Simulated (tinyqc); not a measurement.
## Trap density from two Hall measurements

Inverse problem. p-type body, charge-sheet picture, full ionisation (an idealisation for deep acceptors), Boltzmann statistics for free electrons. e = Ec - EF at the surface. psi = Eg - Vt ln(Nv/Na) - e; N_dep = sqrt(2 eps0 eps_r Na (psi - Vt)/q); n_f = sqrt(N_dep^2 + 2 eps0 eps_r Vt Nc exp(-e/Vt)/q) - N_dep; Vg = Vfb + psi + q (N_dep + n_t + n_f)/Cox, Cox = eps0 eox/tox. Find e and n_t at both points and the mean trap density between them.

Inputs (values chosen for the exercise); band and dielectric values close to those of 4H silicon carbide: temperature T = 250 K; band gap Eg = 3.22 eV; relative permittivity eps_r = 9.69; conduction-band density of states at T Nc = 1.28e19 cm^-3; valence-band density of states at T Nv = 1.91e19 cm^-3; relative permittivity of the insulator eox = 3.9; insulator thickness tox = 52 nm; acceptor density Na = 7.2e15 cm^-3; flat-band voltage without trapped charge Vfb = -2.67 V.

Constants: q = 1.602176634e-19 C, kB = 1.380649e-23 J/K, Vt = kB T/q, eps0 = 8.8541878128e-14 F/cm where lengths are in cm. Results are converted to the units shown.

Vg (V): 1.4562005  1.9501355
free sheet density from the Hall effect (cm^-2): 1.7001085e9  8.3573313e10

Solution. Each n_f fixes e; what the gate voltage holds beyond psi, N_dep and n_f is trapped; the difference quotient is the density, smeared over a few Vt.

e (eV): 0.1620  0.07600
n_t (cm^-2): 4.127e10  1.215e11
mean trap density = 9.326e11 cm^-2 eV^-1

Computed by the program tinyqc: `OMP_NUM_THREADS=1 python tinyqc.py 2222085 2222086 out.jsonl`, one thread of a shared Intel Xeon 2.30GHz, about 0.02 s for the whole run.
